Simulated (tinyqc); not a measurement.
What moves the results: eight-band Kane k.p model. A value that a table varies takes the place of the one given here.

Eight-band Kane model, basis S, X, Y, Z times spin, zero of energy at the top of the unstrained valence band, c = hbar^2/2m0. Within each spin: H_SS = Eg + A c k^2, H_SX = i P kx (likewise Y, Z), H_XX = -Dso/3 + L kx^2 + M (ky^2 + kz^2), H_XY = N kx ky, and cyclic. Spin-orbit term (Dso/3) L.sigma on X, Y, Z with (L_k)_ij = -i epsilon_kij: <X+|H|Y+> = -i Dso/3, <X+|H|Z-> = Dso/3, <Y+|H|Z-> = -i Dso/3, <Z+|H|X-> = -Dso/3, <Z+|H|Y-> = i Dso/3, <X-|H|Y-> = i Dso/3, and their conjugates; + and - are the spin along z. Terms from inversion asymmetry are left out, so every level is twofold.

P = sqrt(Ep c); A = 1/me - Ep (Eg + 2 Dso/3)/(Eg (Eg + Dso)) keeps the electron mass; g1' = g1 - Ep/(3 Eg), g2' = g2 - Ep/(6 Eg), g3' = g3 - Ep/(6 Eg) remove the coupling to S that the Luttinger values already hold; L = -c (g1' + 4 g2'), M = -c (g1' - 2 g2'), N = -6 c g3'.

Constants: hbar^2/2m0 = 3.80998211 eV angstrom^2.

Parameters, chosen for this exercise (near those of GaSb; not measured data):
```
symbol  value   unit        meaning
Eg      0.813   eV          gap at Gamma to the s-like level
Dso     0.766   eV          spin-orbit splitting
Ep      26.8    eV          Kane energy
me      0.0389  m0          electron mass at Gamma
g1      13.37               Luttinger gamma1
g2      4.71                gamma2
g3      6                   gamma3
kmax    0.08    1/angstrom  end of the path
```

## Non-parabolicity of the conduction band

Unstrained, along [100], six points up to kmax. Parabolic: E = c k^2/me. Two-band form: E (1 + alpha E) = c k^2/me with alpha = (1 - me)^2/Eg. The column alpha(k) solves that form for alpha with the eight-band energy. Energies from the conduction edge.

Energies:
```
|k| (1/angstrom)  parabolic (eV)  two-band (eV)  eight-band (eV)  alpha(k) (1/eV)  parabolic / eight-band
0.0133                    0.0174         0.0171           0.0171            1.171                   1.020
0.0267                    0.0696         0.0649           0.0647            1.171                   1.076
0.0400                    0.1567         0.1358           0.1353            1.170                   1.158
0.0533                    0.2786         0.2224           0.2213            1.170                   1.259
0.0667                    0.4353         0.3194           0.3174            1.171                   1.372
0.0800                    0.6268         0.4233           0.4201            1.172                   1.492
```

alpha = 1.136 1/eV

At the last point the parabola lies a factor 1.49 above the eight-band value, and the two-band form 3.2 meV above it. The parabola stays within 5 % up to |k| = 0.0133 1/angstrom of the points listed. alpha(k) goes from 1.171 to 1.172 1/eV, a spread of 0.1 % over this range; the simple rule gives 1.136, 3 % below the first value, as it knows neither Dso nor the remote terms.

## Four, six or eight bands for the holes

Unstrained, along [110]. Six bands: the X, Y, Z block alone with the full g1, g2, g3 in L, M, N. Four bands: the same with Dso sent to infinity. HH, LH and SO name the pairs from the top.

Valence levels (eV):
```
|k| (1/angstrom)     HH 4     HH 6     HH 8     LH 4     LH 6     LH 8     SO 6     SO 8
0.0133            -0.0013  -0.0013  -0.0013  -0.0168  -0.0166  -0.0164  -0.7752  -0.7715
0.0267            -0.0053  -0.0053  -0.0053  -0.0671  -0.0646  -0.0611  -0.8048  -0.7883
0.0400            -0.0119  -0.0117  -0.0117  -0.1511  -0.1377  -0.1245  -0.8611  -0.8178
0.0533            -0.0212  -0.0204  -0.0204  -0.2685  -0.2251  -0.1970  -0.9552  -0.8616
0.0667            -0.0332  -0.0311  -0.0311  -0.4196  -0.3130  -0.2711  -1.1011  -0.9217
0.0800            -0.0478  -0.0435  -0.0435  -0.6042  -0.3911  -0.3421  -1.3094  -0.9995
```

At |k| = 0.0800 the heavy holes of the three models span 4.3 meV and the light holes 262.1 meV. The split-off band moves the light hole by +213.2 meV and treating the conduction band exactly moves it by +48.9 meV more; the split-off band matters more here, where the four-band light-hole energy is 0.79 times Dso and 0.74 times Eg.

## What each parameter does

Unstrained; levels at |k| = kmax along [100], all derived values formed anew. Each row changes one parameter from the base and keeps the others.

Results:
```
case             conduction (eV)  heavy hole (eV)  light hole (eV)  split-off (eV)
base                      1.2331          -0.0963          -0.3398         -0.9712
Eg = 0.8943 eV            1.3208          -0.0963          -0.3423         -0.9928
Dso = 0.8426 eV           1.2346          -0.0963          -0.3445         -1.0383
Ep = 29.48 eV             1.2405          -0.0963          -0.3457         -0.9597
me = 0.0428 m0            1.1910          -0.0963          -0.3491         -0.9770
g1 = 12.033               1.2416          -0.0637          -0.3125         -0.9418
g2 = 5.181                1.2221          -0.0733          -0.3398         -0.9832
g3 = 5.4                  1.2331          -0.0963          -0.3398         -0.9712
```

The largest shifts from the base row, up to three for each result and ties (the steps differ in size, so this ranks the rows, not the parameters). conduction (eV): Eg +0.0878, me -0.0421, g2 -0.0110; unchanged at the printed digits by g3. heavy hole (eV): g1 +0.0326, g2 +0.0230; unchanged at the printed digits by Eg, Dso, Ep, me and g3. light hole (eV): g1 +0.0274, me -0.0092, Ep -0.0059; unchanged at the printed digits by g2 and g3. split-off (eV): Dso -0.0671, g1 +0.0293, Eg -0.0216; unchanged at the printed digits by g3. Along [100] the heavy hole does not couple to S or to g3, so it follows g1 - 2 g2 alone.

tinyqc: `OMP_NUM_THREADS=1 python tinyqc.py 1050605 1050606 out.jsonl`; about 0.01 s, one thread, shared Intel(R) Xeon(R) Processor @ 2.30GHz.
